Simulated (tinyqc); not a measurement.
Strained quantum well: band edges, subbands and transparency, step by step. Values are carried at full precision from step to step, so a last printed digit may differ when a step is redone from the rounded ones.

Growth on (001), barriers unstrained: tr(e) = e (2 - nu2), Z = b e (1 + nu2); Ec = Ev + Eg + ac tr(e), E_HH = Ev + av tr(e) + Z, E_LH = Ev + av tr(e) - Z (coupling to the split-off band left out).

Constants: hbar^2/2m0 = 3.80998211 eV angstrom^2; hc = 1239.841984 eV nm; kB = 8.617333262e-05 eV/K.

Inputs chosen for the exercise (near those of an InGaAs/AlGaAs well; the results hold for these values, not for the real material): e = -0.0141 (strain in the plane); nu2 = 0.95 (2 C12/C11); Eg = 1.13 eV (unstrained gap of the well); Ev = -0.758 eV (its valence edge); ac = -6.75 eV; av = 1.13 eV (Ev moves by av tr(e)); b = -1.96 eV (shear potential); Egb = 1.674 eV (gap of the barrier); Evb = -0.905 eV (its valence edge); L = 106 angstrom (well width); me = 0.0574 m0 (electron mass); g1 = 9.58 (gamma1); g2 = 3.35 (gamma2); meb = 0.084 m0; g1b = 6.3; g2b = 1.8; T = 300 K (temperature); Br = 1.5 x 1e-4 cm^2/s (two-dimensional radiative coefficient).

## Strained band edges and offsets

Give tr(e), Z, the edges Ec, E_HH, E_LH and the well depths against the barrier.

tr(e) = -0.01481
Z = 0.0539 eV

Ec, E_HH, E_LH (eV): [0.4719, -0.7208, -0.8286]

depths for e, HH, LH (eV): [0.2971, 0.1842, 0.0764]

The well is under compression, which puts HH on top, by 108 meV; the gap becomes 1.1928 eV, +63 meV from the unstrained one.

## Subband edges

Masses along z: me, 1/(g1 - 2 g2) for HH, 1/(g1 + 2 g2) for LH, likewise in the barrier; in the plane me, 1/(g1 + g2) for HH and 1/(g1 - g2) for LH (no mixing, which understates the hole masses away from k = 0). Level n solves k L + 2 atan[(k/m)/(kappa/mb)] = n pi, k = sqrt(m E/c), kappa = sqrt(mb (V - E)/c), c = hbar^2/2m0.

Up to three electron, four HH and two LH levels, on the common energy scale, with their masses in the plane.

Subbands:
```
level   E (eV)  m in the plane
e1      0.5043          0.0574
e2      0.6002          0.0574
e3      0.7435          0.0574
hh1    -0.7281          0.0773
hh2    -0.7498          0.0773
hh3    -0.7853          0.0773
hh4    -0.8335          0.0773
lh1    -0.8478          0.1605
lh2    -0.8993          0.1605
```

lowest transition = 1.2324 eV
wavelength hc/E = 1006.0 nm

The top hole level is hh1, so the edge is mainly TE polarised; hh2 lies 22 meV lower, within kT at room temperature, so both polarisations contribute.

## Transparency density

Transparency (Bernard-Duraffourg): Fc - Fv equals the lowest transition energy with n = p, n = sum m/(2 pi c) kB T ln(1 + exp((Fc - E)/kB T)) and p likewise over the listed subbands; c = hbar^2/2m0, 1/angstrom^2 = 1e16/cm^2.

Solve for u = (Fc - e1)/kB T; give n_tr, the share of holes in the top subband and the current e Br n_tr^2 (e = 1.602177e-19 C).

u = 0.537
n_tr = 0.644 x 1e12/cm^2
share = 0.597
current density = 10.0 A/cm^2

For mirror-image bands u = 0 and n_tr = me kB T ln2/(2 pi c) = 0.430 x 1e12/cm^2; the heavier or more numerous hole states raise it by a factor 1.50.

## Checks

- Transparency for equal single subbands against m kB T ln2/(2 pi c): both 0.3743.

Computed by tinyqc, a small Python program: `OMP_NUM_THREADS=1 python tinyqc.py 1280015 1280016 out.jsonl` (the numbers bound the seed that draws the inputs); one thread of a shared host (Intel(R) Xeon(R) Processor @ 2.30GHz), about 0.02 s for the whole set of steps.
